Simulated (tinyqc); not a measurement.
# Worked calculation: van der Pauw, Hall and four-point-probe measurements on a doped layer

tinyqc, about 0.01 s, one thread, Intel Xeon 2.30GHz (shared host): `OMP_NUM_THREADS=1 python tinyqc.py 2850173 2850174 out.jsonl` Printed values are rounded.

A uniform n-type layer with sheet resistance Rs = 1/(q ns mu), point contacts, low field (mu B small).

Values chosen for this exercise: sheet density of the layer ns = 1e13 cm^-2; drift mobility mu = 880 cm^2/(V s); Hall factor rH = 0.8; magnetic field B = 1 T; current I = 10 uA; side ratio a/b of a rectangular sample with corner contacts ar = 1.95; thickness of the layer t = 160 nm.

Constants: q = 1.602176634e-19 C. Results are converted to the units shown.

## Resistances and Hall voltage

Rs = 1/(q ns mu). For a rectangle with contacts at the corners, RA = (8 Rs/pi) sum_(k>=0) ln coth((2k + 1) pi a/(2 b)) with current along a short side b and voltage along the opposite one, RB the same with a and b exchanged; Hall voltage VH = rH B I/(q ns), negative for electrons.

Rs = 709.262 ohm/square
RA = 7.89307 ohm
RB = 761.041 ohm
VH = -0.499321 mV

RB/RA = 96.4; for a square both equal Rs ln 2/pi = 156 ohm.

## Starting value

z = 2 ln 2/(pi (RA + RB)), exact for RA = RB.

z at the start = 0.573874 mS

## Iteration 1: new z

The van der Pauw equation exp(-pi RA z) + exp(-pi RB z) = 1 is solved for z = 1/Rs: e1 = exp(-pi RA z), e2 = exp(-pi RB z), f = e1 + e2 - 1, f' = -pi (RA e1 + RB e2), z(new) = z - f/f'.

e1 = 0.985871
e2 = 0.253583
f = 0.239454
f' = -0.630733 kohm
z after iteration 1 = 0.953517 mS

## Iteration 2: new z

As before.

e1 = 0.976633
e2 = 0.102310
f = 0.0789434
f' = -0.268829 kohm
z after iteration 2 = 1.24717 mS

## Course of the iteration

Stop when the step is below 1e-10 mS, or after 40 iterations.

Course of the iteration:

| iteration | z before the step (mS) | step (mS) |
|---|---|---|
| 1 | 0.573874 | 0.380 |
| 2 | 0.953517 | 0.294 |
| 3 | 1.24717 | 0.139 |
| 4 | 1.38656 | 0.0229 |
| 5 | 1.40941 | 5.03e-4 |
| 6 | 1.40992 | 2.35e-7 |
| 7 | 1.40992 | 5.24e-14 |

Converged in 7 iterations.

## Sheet density, mobility and bulk values

converged z = 1.40992 mS

Rs = 1/z; Hall sheet density B I/(q |VH|); Hall mobility |VH|/(Rs B I); true values ns = rH times the Hall density, mu = Hall mobility/rH; bulk density ns/t, resistivity Rs t; correction factor F = Rs/[(pi/ln 2)(RA + RB)/2].

Rs = 709.262 ohm/square
Hall sheet density = 1.25e13 cm^-2
Hall mobility = 704 cm^2/(V s)
ns = 1e13 cm^-2
mu = 880 cm^2/(V s)
bulk density = 6.25e17 cm^-3
resistivity = 0.0113482 ohm cm
F = 0.407027

Taking the mean of RA and RB without F would overstate Rs by 150 %.
